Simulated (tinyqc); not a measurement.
Worked calculation: size effects in the resistivity of thin metal films and interconnect lines. Computed by tinyqc, a small Python program that keeps every step. Command: `OMP_NUM_THREADS=1 python tinyqc.py 3031820 3031821 out.jsonl size walk`. One thread of a shared host (Intel(R) Xeon(R) Processor @ 2.30GHz), about 0.01 s of CPU time with the checks. Intermediate numbers are printed to about 5 digits and carried at full precision; extremes and crossings named in words are read from the listed rows.

Electrons lose their drift at surfaces (a share 1 - p of the hits) and at grain boundaries (reflection R), besides bulk scattering. The line sits in a trench with a non-conducting liner on both walls and the bottom; the spacing equals the drawn width.

Inputs (values chosen for the exercise, modelled on tungsten): bulk resistivity rho_b = 5.4 microohm cm; bulk mean free path lambda = 15.7 nm; specularity p = 0; grain-boundary reflection R = 0.21; drawn line width w = 140 nm; grain size over metal width = 1.1; aspect ratio (height over width) = 2.4; liner thickness t = 0.8 nm; line length = 76 micrometre; permittivity of the dielectric k = 4; competitor: rho_b relative to this metal = 2.4; competitor: lambda relative to this metal = 0.17; competitor: liner relative to t = 0.

Geometry: line.

Constants: eps_0 = 8.8541878128e-12 F/m.

## Metal cross-section

Metal width w_m = w - 2t, height h_m = (aspect ratio) w - t, grain size D = (ratio) w_m.

metal width w_m = 138.4 nm

metal height h_m = 335.2 nm

grain size D = 152.24 nm

share of the trench filled by metal = 98.622 %

## Grain boundaries

Mayadas-Shatzkes: alpha = (lambda/D) R/(1 - R); rho_b/rho = 1 - 3 alpha/2 + 3 alpha^2 - 3 alpha^3 ln(1 + 1/alpha).

alpha = 0.027413

rho/rho_b from grains = 1.0407

The linear estimate 1 + 3 alpha/2 gives 1.041, within 2 %.

## Surfaces

Fuchs-Sondheimer film: rho_b/rho = 1 - (3/(2 kappa))(1 - p) int_0^1 (s - s^3)(1 - exp(-kappa/s))/(1 - p exp(-kappa/s)) ds, f = rho/rho_b, kappa = thickness/lambda, 80 Gauss-Legendre points. Line: the excess of a film of thickness w_m and of a film of thickness h_m are added, rho/rho_b = 1 + (f(w_m) - 1) + (f(h_m) - 1), an estimate that holds best when both sides exceed lambda.

kappa = w_m/lambda = 8.8153

f(w_m) = 1.0444

f(h_m) = 1.0179

rho/rho_b from surfaces = 1.0623

## Resistance and delay

Total: rho = rho_b [1 + surface excess + grain excess]; resistance per length rho/(w_m h_m); capacitance per length C = 2 k eps_0 (aspect ratio + 1/2), a parallel-plate estimate for two neighbours plus a fixed term for the planes above and below; delay 0.38 R C L^2; effective resistivity per drawn area.

resistivity rho = 5.9561 microohm cm

resistance per length = 1.2839 ohm/micrometre

capacitance per length = 0.20542 fF/micrometre

RC delay = 0.57886 ps

effective resistivity per drawn area = 6.0394 microohm cm

Of the factor 1.12 over bulk, scattering gives 1.10 and the liner 1.01; within scattering, surfaces outweigh grain boundaries (0.04 against 0.06, grains first).

## A short-path metal as competitor

w_m = w - 2t, h_m = (aspect ratio) w - t, D = (ratio) w_m; rho = rho_b [1 + surface excess + grain excess]. Effective resistivity rho (aspect ratio) w^2/(w_m h_m) for the metal with its liner, for the same metal without liner, and for a competitor with its own rho_b, lambda and liner, and for that competitor with the liner t; p, R, aspect and grain ratios are the same.

Effective resistivity (microohm cm):
```
w (nm)  this metal  without liner  competitor  competitor, liner t
200          5.842          5.783      13.115               13.244
100          6.309          6.177      13.270               13.536
50           7.323          6.994      13.583               14.145
30           8.825          8.124      14.004               15.014
20          10.916          9.559      14.538               16.203
14          13.941         11.398      15.236               17.924
10          18.623         13.810      16.188               20.616
7           27.380         17.330      17.649               25.723
5           43.727         21.860      19.635               35.319
```

The competitor wins below a width between 14.0 and 10.0 nm. In narrow lines rho scales as rho_b lambda/w, and the product rho_b lambda of the competitor is 0.41 times this metal's. At the narrowest width the liner costs this metal a factor 2.00. With the same liner the competitor wins below a width between 10.0 and 7.00 nm; at the narrowest width the thinner liner lowers it from 35.3 to 19.6. Rows with w - 2t below lambda stretch the additive estimate. Metal widths below about 5 nm are outside this semiclassical model.

Checks made by the program: grain-boundary formula against its angular integral 3 int_0^1 c^3/(c + alpha) dc (relative difference below 1e-10).
